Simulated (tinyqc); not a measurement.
Atomic layer deposition: Langmuir saturation, growth per cycle and coating of deep features: one step, computed by the program tinyqc. Command: `OMP_NUM_THREADS=1 python tinyqc.py 3027710 3027711 out.jsonl ald walk`. One thread of a shared host (Intel(R) Xeon(R) Processor @ 2.30GHz), about 0.04 s of CPU time with the checks.

Precursor A sticks only on free sites, so a long enough pulse saturates; co-reactant B then frees the sites again.

Question. Exposure for a deep feature. Diffusion-limited filling (Gordon) of a long trench of width w, hydraulic diameter 2w, so that a is replaced by a/2 in the hole formula: t = (q/F)(1 + 19a/8 + 3a^2/8). Reaction-limited filling needs ln(100)/k_a at any depth, k_a = beta F/q. Flow is molecular. The front picture holds when the modulus (a/2) sqrt(beta) is well above 1. Depth reached by the given pulse: solve the same formula for a. Exposure = p x diffusion-limited time; 1 langmuir = 1.33322e-4 Pa s.

Inputs (values chosen for the exercise, modelled on silicon dioxide from an aminosilane and ozone): site density q = 2.7 1/nm^2; sticking probability beta on free sites = 0.072; precursor pressure p = 0.88 Pa; temperature T = 150 C; pulse time t = 0.063 s; aspect ratio a = 60.

Feature: long trench.

flux F = 8544.856 1/(nm^2 s)

Give: diffusion-limited time; exposure; modulus; aspect ratio reached by the front in time t.

Answer.

diffusion-limited time = 0.47192 s

exposure = 3114.9 langmuir

modulus = 8.0498

aspect ratio reached by the front in time t = 20.051

Caution: for a long trench the a/2 rule ignores the ln(a)/a transmission of a slit, so times at large a are too long.
